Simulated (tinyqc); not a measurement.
## Error from band bending against W

In A the levels shift by pb (1 - z/W)^2 for z < W. The signal from depth z is weighted by exp(-z/le)/le, so the centroid shifts by pb [1 - 2/a + (2/a^2)(1 - exp(-a))], a = W/le, and the error of iA against its value at the interface is that less pb.

Values chosen for this exercise: band bending in A at the interface pb = 0.6 V; escape depth le = 1.8 nm.

Results:
```
W (nm),a,centroid shift (eV),error (meV)
2.8,1.556,0.2198,-380.2
8.6,4.778,0.4010,-199.0
15,8.333,0.4733,-126.7
26,14.44,0.5227,-77.33
45,25.00,0.5539,-46.08
79,43.89,0.5733,-26.72
140,77.78,0.5848,-15.23
240,133.3,0.5911,-8.932
```

Estimate the missing row, W = 5 nm.

Computed row:
```
W (nm),a,centroid shift (eV),error (meV)
5,2.778,0.3139,-286.1
```

With this row back in the table: The size of the error falls from 380 to 8.93 meV; for large a it is 2 |pb|/a. It is below 50 meV, a typical accuracy of the method, in 4 of the 9 rows. Heavily doped substrates and deep-probing photons need the correction.

Program tinyqc, `OMP_NUM_THREADS=1 python tinyqc.py 2410085 2410086 out.jsonl`; Intel Xeon 2.30GHz, shared host, one thread, about 0.01 s.
